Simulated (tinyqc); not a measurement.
# Reset of a mushroom phase-change cell, hemispherical electro-thermal model, step by step

Program tinyqc, `OMP_NUM_THREADS=1 python tinyqc.py 2490023 2490024 out.jsonl`; Intel Xeon 2.30GHz, shared host, one thread, about 0.01 s. Printed values are rounded.

Current spreads from a hemispherical contact of radius r0 into a large dome with constant rho and ka: j = I/(2 pi r^2). With s = r0/r the steady rise is T - T0 = c (b s - s^2), c = I^2 rho/(8 pi^2 ka r0^2). The heat lost through the heater, (T(r0) - T0)/Rh, fixes b = (2 + g)/(1 + g), g = 1/(2 pi ka r0 Rh).

Parameters, values chosen for the exercise; values of the order of Ge-Sb-Te and related chalcogenides: ambient temperature T0 = 300 K; melting point Tm = 893 K; radius of the heater contact r0 = 34 nm; resistivity of the hot chalcogenide rho = 3.5 mohm cm; its thermal conductivity ka = 1.05 W/(m K); thermal resistance of the path through the heater Rh = 20 K/uW; reset current I = 1500 uA.

Range of the model: Constant properties, no latent heat, thermoelectric terms, boundary resistance or heating in the heater itself.

## Constants and melting current

The peak lies at s = b/2 with the rise c b^2/4; melting starts at the current where that equals Tm - T0, and the molten shell spans the roots of s^2 - b s + (Tm - T0)/c = 0 (s at most 1). Electrical resistance rho/(2 pi r0).

g = 0.2229061
b = 1.817724
resistance = 0.1638360 kohm
radius of the peak = 37.40941 nm
melting current = 1402.051 uA
power at that current = 322.0600 uW

## Temperature profile and molten shell

| point | r (nm) |
|---|---|
| 0 | 34 |
| 1 | 39.1 |
| 2 | 45.9 |
| 3 | 54.4 |
| 4 | 68 |
| 5 | 88.4 |
| 6 | 119 |
| 7 | 170 |

As before.

c = 821.7008 K

| point | T (K) |
|---|---|
| 0 | 971.9247 |
| 1 | 977.4809 |
| 2 | 955.5246 |
| 3 | 912.5390 |
| 4 | 841.3875 |
| 5 | 752.9180 |
| 6 | 659.6725 |
| 7 | 565.8571 |

peak T = 978.7498 K
inner radius of the melt = 34 nm
outer radius of the melt = 58.03835 nm

The melt reaches the contact. In this hemispherical model any closed shell already blocks the current after the quench.
